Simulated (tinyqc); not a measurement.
Phase-change memory cell, resistance drift and retention: one step of the calculation.

The amorphous state follows Ra = R0 (t/t0)^nu exp[(q Ec/kB)(1/T - 1/(300 K))], with nu taken as independent of T. An intermediate level follows the logarithmic mixing rule ln R = (1 - fa) ln Rc + fa ln Ra with constant Rc. The time to lose the data by crystallisation is tr = tx exp[(q Ex/kB)(1/T - 1/Tx)]; 1 year = 3.15576e7 s. These are empirical laws.

Problem. Resistances at the read. Ra and the intermediate level as above; its effective drift exponent is fa nu.

Parameters, values chosen for the exercise; values of the order found in chalcogenide phase-change cells:
- R0 = 9.1 Mohm (resistance of the amorphous state at t0 and 300 K)
- t0 = 0.001 s (reference time)
- nu = 0.049 (drift exponent)
- Ec = 0.26 eV (activation energy of conduction)
- T = 358 K (operating temperature)
- t = 3600 s (time of the read)
- fa = 0.27 (amorphous share of an intermediate level)
- Rc = 7.1 kohm (resistance of the crystalline state)

Constants: q = 1.602176634e-19 C, kB = 1.380649e-23 J/K. Results are converted to the units shown.

Find: drift factor; temperature factor; Ra; intermediate level; effective exponent.

Solution.

drift factor = 2.095
temperature factor = 0.1960
Ra = 3.738 Mohm
intermediate level = 0.03855 Mohm
effective exponent = 0.01323

Program tinyqc, `OMP_NUM_THREADS=1 python tinyqc.py 2880007 2880008 out.jsonl`; Intel Xeon 2.30GHz, shared host, one thread, about 0.01 s.
